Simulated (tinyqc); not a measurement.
# Permittivity and interlayer from two capacitances

Inverse problem. A two-layer stack has Cox = eps0/(t1/e1 + t2/e2) and EOT = 3.9 eps0/Cox. Find e2, the EOT of layer 1 and, with e1 given, t1.

Inputs (values chosen for the exercise):
```
symbol,value,unit,meaning
e1,3.82,,relative permittivity of layer 1
```

Constants: eps0 = 8.8541878128e-14 F/cm where lengths are in cm. Results are converted to the units shown.

Cox at t2 = 1.7 and 7.4 nm (uF/cm^2): [2.0326519, 1.3268574]

Solution. EOT is linear in t2 with slope 3.9/e2, and its intercept is the EOT of layer 1.

e2 = 24.60
EOT of layer 1 = 1.429 nm
t1 = 1.400 nm

Computed by the program tinyqc: `OMP_NUM_THREADS=1 python tinyqc.py 2010171 2010172 out.jsonl`, one thread of a shared Intel Xeon 2.30GHz, about 0.01 s for the whole run.
